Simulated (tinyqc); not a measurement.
Inside a calculation. Method: UHF in the 6-311g basis, for H2, spin multiplicity 3. One step of it, computed by the program tinyqc.

Task: Orthogonalisation. S = U s U^T; canonical form X = U s^(-1/2), so that X^T S X = 1. Each column of U has its largest component positive (the first on a tie).

overlap S, lower triangle:
```
          1H 1s     1H 2s     1H 3s     2H 1s     2H 2s     2H 3s
1H 1s  1.000000
1H 2s  0.706377  1.000000
1H 3s  0.373664  0.788963  1.000000
2H 1s  0.031922  0.171980  0.222519  1.000000
2H 2s  0.171980  0.410553  0.514859  0.706377  1.000000
2H 3s  0.222519  0.514859  0.755251  0.373664  0.788963  1.000000
```

Give: eigenvalues of S; X.

Result:

eigenvalues of S: 0.0601  0.1302  0.3278  0.7109  1.4144  3.3566

X:
```
             1        2        3        4        5       6
1H 1s   0.7210  -0.8834  -0.7126   0.6661   0.4623  0.1572
1H 2s  -1.8237   1.5084   0.6313   0.0962   0.3463  0.2424
1H 3s   2.1166  -0.8861   0.7867  -0.5004   0.1409  0.2559
2H 1s  -0.7210  -0.8834   0.7126   0.6661  -0.4623  0.1572
2H 2s   1.8237   1.5084  -0.6313   0.0962  -0.3463  0.2424
2H 3s  -2.1166  -0.8861  -0.7867  -0.5004  -0.1409  0.2559
```
